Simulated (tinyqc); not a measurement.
All-pass ring resonator: one step of the calculation.

A ring of length L = 2 pi Rr coupled to one bus waveguide: round-trip amplitude a = 10^(-al L/20), self-coupling t = sqrt(1 - k2). At detuning d from the resonance the round-trip phase is p = 2 pi d/FSR and the transmission T = (a^2 - 2 a t cos p + t^2)/(1 - 2 a t cos p + a^2 t^2). Lossless coupler, linear absorption only.

Question. Resonance parameters. FSR = lam^2/(ng L), finesse F = pi sqrt(a t)/(1 - a t), FWHM = FSR/F, Q = lam/FWHM, Tmin = (a - t)^2/(1 - a t)^2, power build-up k2 a^2/(1 - a t)^2, optical bandwidth c/(lam Q).

Values chosen for this exercise; values close to those of silicon waveguides:
- lam = 1310 nm (cold resonance wavelength)
- Rr = 20 um (ring radius)
- ng = 4.22 (group index)
- al = 23 dB/cm (propagation loss)
- k2 = 0.018 (power coupling)

Constants: c = 299792458 m/s. Results are converted to the units shown.

Give: a; t; FSR; F; FWHM; Q; Tmin; build-up; bandwidth.

Answer.

a = 0.96727
t = 0.99096
FSR = 3.2361 nm
F = 74.163
FWHM = 43.635 pm
Q = 30022
Tmin = -4.8651 dB
build-up = 9.7913
bandwidth = 7.6227 GHz

The ring is undercoupled; critical coupling needs k2 = 1 - a^2 = 0.0644.

Program tinyqc, `OMP_NUM_THREADS=1 python tinyqc.py 2650121 2650122 out.jsonl`; Intel Xeon 2.30GHz, shared host, one thread, about 0.01 s.
